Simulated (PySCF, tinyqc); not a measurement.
Worked calculation: RHF in the sto-3g basis, for H6, spin multiplicity 1. The lowest restricted solution is unstable here: a spin-polarised one lies 0.0901 hartree lower (PySCF). One step of it, computed by the program tinyqc.

Task: Iteration 2: building the Fock matrix. J_ij = sum D_kl (ij|kl), K_ij = sum D_kl (ik|jl); F = H + J - 0.5 K; E = tr D H + tr D J / 2 - 0.25 tr D K + E_nn.

D after iteration 1:
```
           1H 1s      2H 1s      3H 1s      4H 1s      5H 1s      6H 1s
1H 1s   1.053007   0.646802  -0.135433  -0.363401  -0.056388   0.210896
2H 1s   0.646802   0.586079   0.263623   0.073090  -0.001606  -0.056454
3H 1s  -0.135433   0.263623   0.654578   0.592723   0.072890  -0.362874
4H 1s  -0.363401   0.073090   0.592723   0.654310   0.263263  -0.134943
5H 1s  -0.056388  -0.001606   0.072890   0.263263   0.586069   0.647122
6H 1s   0.210896  -0.056454  -0.362874  -0.134943   0.647122   1.052517
```

core Hamiltonian H = T + V (hartree):
```
           1H 1s      2H 1s      3H 1s      4H 1s      5H 1s      6H 1s
1H 1s  -1.322423  -0.568751  -0.051869  -0.002366  -0.000031   0.000000
2H 1s  -0.568751  -1.597118  -0.522638  -0.054046  -0.001785  -0.000031
3H 1s  -0.051869  -0.522638  -1.692429  -0.632392  -0.053934  -0.002360
4H 1s  -0.002366  -0.054046  -0.632392  -1.692229  -0.521820  -0.051761
5H 1s  -0.000031  -0.001785  -0.053934  -0.521820  -1.596825  -0.568703
6H 1s   0.000000  -0.000031  -0.002360  -0.051761  -0.568703  -1.322330
```

Two-electron integrals (ij|kl) in chemists' order, unique and non-zero (hartree):
```
(11|11) 0.774606   (21|11) 0.169049   (21|21) 0.054073   (22|11) 0.372407
(22|21) 0.169049   (22|22) 0.774606   (31|11) 0.008792   (31|21) 0.003339
(31|22) 0.012977   (31|31) 0.000261   (32|11) 0.065521   (32|21) 0.028835
(32|22) 0.138633   (32|31) 0.002852   (32|32) 0.037891   (33|11) 0.184044
(33|21) 0.074913   (33|22) 0.346635   (33|31) 0.008792   (33|32) 0.138633
(33|33) 0.774606   (41|11) 0.000231   (41|21) 0.000097   (41|22) 0.000432
(41|31) 0.000009   (41|32) 0.000117   (41|33) 0.000432   (41|41) 3.76e-07
(42|11) 0.004588   (42|21) 0.001899   (42|22) 0.008792   (42|31) 0.000201
(42|32) 0.002852   (42|33) 0.012977   (42|41) 0.000009   (42|42) 0.000261
(43|11) 0.045527   (43|21) 0.017453   (43|22) 0.074913   (43|31) 0.001899
(43|32) 0.028835   (43|33) 0.169049   (43|41) 0.000097   (43|42) 0.003339
(43|43) 0.054073   (44|11) 0.124395   (44|21) 0.045527   (44|22) 0.184044
(44|31) 0.004588   (44|32) 0.065521   (44|33) 0.372407   (44|41) 0.000231
(44|42) 0.008792   (44|43) 0.169049   (44|44) 0.774606   (51|11) 1.71e-06
(51|21) 6.91e-07   (51|22) 3.11e-06   (51|31) 7.45e-08   (51|32) 1.08e-06
(51|33) 0.000005   (51|42) 1.01e-07   (51|43) 1.30e-06   (51|44) 3.30e-06
(52|11) 0.000099   (52|21) 0.000038   (52|22) 0.000163   (52|31) 4.05e-06
(52|32) 0.000059   (52|33) 0.000320   (52|41) 2.00e-07   (52|42) 0.000007
(52|43) 0.000102   (52|44) 0.000320   (52|52) 1.99e-07   (53|11) 0.002938
(53|21) 0.001079   (53|22) 0.004385   (53|31) 0.000109   (53|32) 0.001568
(53|33) 0.008771   (53|41) 0.000005   (53|42) 0.000192   (53|43) 0.003332
(53|44) 0.012949   (53|51) 7.44e-08   (53|52) 0.000007   (53|53) 0.000260
(54|11) 0.027398   (54|21) 0.009739   (54|22) 0.037976   (54|31) 0.000933
(54|32) 0.012591   (54|33) 0.065413   (54|41) 0.000045   (54|42) 0.001569
(54|43) 0.028787   (54|44) 0.138396   (54|51) 6.02e-07   (54|52) 0.000059
(54|53) 0.002842   (54|54) 0.037774   (55|11) 0.092015   (55|21) 0.031943
(55|22) 0.121038   (55|31) 0.002943   (55|32) 0.038024   (55|33) 0.183980
(55|41) 0.000134   (55|42) 0.004393   (55|43) 0.074878   (55|44) 0.346427
(55|51) 1.71e-06   (55|52) 0.000163   (55|53) 0.008771   (55|54) 0.138396
(55|55) 0.774606   (61|11) 6.47e-09   (61|22) 1.05e-08   (61|33) 2.12e-08
(61|43) 6.78e-09   (61|44) 2.12e-08   (61|55) 1.05e-08   (62|11) 1.16e-06
(62|21) 4.23e-07   (62|22) 1.71e-06   (62|31) 4.26e-08   (62|32) 6.03e-07
(62|33) 3.30e-06   (62|42) 7.45e-08   (62|43) 1.30e-06   (62|44) 0.000005
(62|53) 1.01e-07   (62|54) 1.07e-06   (62|55) 3.11e-06   (63|11) 0.000097
(63|21) 0.000034   (63|22) 0.000134   (63|31) 3.29e-06   (63|32) 0.000044
(63|33) 0.000230   (63|41) 1.57e-07   (63|42) 0.000005   (63|43) 0.000096
(63|44) 0.000431   (63|52) 2.00e-07   (63|53) 0.000009   (63|54) 0.000117
(63|55) 0.000431   (63|63) 3.74e-07   (64|11) 0.002214   (64|21) 0.000771
(64|22) 0.002938   (64|31) 0.000072   (64|32) 0.000932   (64|33) 0.004577
(64|41) 3.29e-06   (64|42) 0.000109   (64|43) 0.001895   (64|44) 0.008771
(64|51) 4.25e-08   (64|52) 4.04e-06   (64|53) 0.000200   (64|54) 0.002842
(64|55) 0.012949   (64|62) 7.44e-08   (64|63) 0.000009   (64|64) 0.000260
(65|11) 0.025069   (65|21) 0.008576   (65|22) 0.031943   (65|31) 0.000773
(65|32) 0.009752   (65|33) 0.045514   (65|41) 0.000034   (65|42) 0.001081
(65|43) 0.017446   (65|44) 0.074878   (65|51) 4.23e-07   (65|52) 0.000038
(65|53) 0.001895   (65|54) 0.028787   (65|55) 0.169049   (65|62) 6.91e-07
(65|63) 0.000096   (65|64) 0.003332   (65|65) 0.054073   (66|11) 0.074218
(66|21) 0.025069   (66|22) 0.092015   (66|31) 0.002218   (66|32) 0.027435
(66|33) 0.124366   (66|41) 0.000097   (66|42) 0.002943   (66|43) 0.045514
(66|44) 0.183980   (66|51) 1.16e-06   (66|52) 0.000099   (66|53) 0.004577
(66|54) 0.065413   (66|55) 0.372407   (66|61) 6.47e-09   (66|62) 1.71e-06
(66|63) 0.000230   (66|64) 0.008771   (66|65) 0.169049   (66|66) 0.774606
```

nuclear repulsion = 3.22260489 hartree

Give: Coulomb J; exchange K; Fock matrix F; total energy of this density.

Result:

Coulomb J (hartree):
```
        1H 1s   2H 1s   3H 1s   4H 1s   5H 1s   6H 1s
1H 1s  1.7198  0.5223  0.0392  0.0015  0.0000  0.0000
2H 1s  0.5223  1.8004  0.4452  0.0400  0.0011  0.0000
3H 1s  0.0392  0.4452  1.8492  0.5443  0.0399  0.0015
4H 1s  0.0015  0.0400  0.5443  1.8488  0.4445  0.0391
5H 1s  0.0000  0.0011  0.0399  0.4445  1.7999  0.5222
6H 1s  0.0000  0.0000  0.0015  0.0391  0.5222  1.7194
```

exchange K (hartree):
```
         1H 1s    2H 1s    3H 1s    4H 1s    5H 1s    6H 1s
1H 1s   1.0654   0.5552   0.0580  -0.0359  -0.0091   0.0114
2H 1s   0.5552   0.8232   0.3198   0.0877   0.0084  -0.0091
3H 1s   0.0580   0.3198   0.8455   0.5057   0.0876  -0.0359
4H 1s  -0.0359   0.0877   0.5057   0.8450   0.3191   0.0580
5H 1s  -0.0091   0.0084   0.0876   0.3191   0.8229   0.5552
6H 1s   0.0114  -0.0091  -0.0359   0.0580   0.5552   1.0652
```

Fock matrix F (hartree):
```
         1H 1s    2H 1s    3H 1s    4H 1s    5H 1s    6H 1s
1H 1s  -0.1354  -0.3240  -0.0417   0.0171   0.0045  -0.0057
2H 1s  -0.3240  -0.2083  -0.2373  -0.0579  -0.0049   0.0045
3H 1s  -0.0417  -0.2373  -0.2660  -0.3409  -0.0578   0.0170
4H 1s   0.0171  -0.0579  -0.3409  -0.2659  -0.2369  -0.0417
5H 1s   0.0045  -0.0049  -0.0578  -0.2369  -0.2084  -0.3241
6H 1s  -0.0057   0.0045   0.0170  -0.0417  -0.3241  -0.1355
```

total energy of this density = -2.787414 hartree
